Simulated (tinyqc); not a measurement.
A particle near a wafer in liquid: double-layer and van der Waals forces (DLVO), deposition barrier and removal: one step, computed by the program tinyqc.

Sphere and flat wall, Derjaguin approximation, constant potentials in the linear-superposition form, no retardation and no hydration force.

Task: Screening. kappa^2 = 2 z^2 e^2 N_A (1000 c)/(eps eps_0 k_B T); gamma_i = tanh(z e psi_i/(4 k_B T)); Z = 64 pi eps eps_0 (k_B T/(z e))^2 gamma_1 gamma_2.

Inputs (values chosen for the exercise, of the order of those for alumina on silica in water):
```
quantity                           value   unit
particle radius R                     17     nm
potential of the particle psi_1      -24     mV
potential of the wafer psi_2         -20     mV
salt concentration c                0.08  mol/L
valence z of the symmetric salt        1      -
temperature T                        323      K
dielectric constant of the liquid   69.9      -
```

Constants: e = 1.602176634e-19 C; N_A = 6.02214076e+23 1/mol; eps_0 = 8.8541878128e-12 F/m; k_B = 1.380649e-23 J/K; k_B = 8.617333262e-05 eV/K.

Give: kappa; Debye length; gamma_1; gamma_2; Z; kappa R.

Result:

kappa = 0.9467 1/nm

Debye length = 1.056 nm

gamma_1 = -0.2123

gamma_2 = -0.1777

Z = 3.637 pN

kappa R = 16.09

Like signs: the double layers repel.
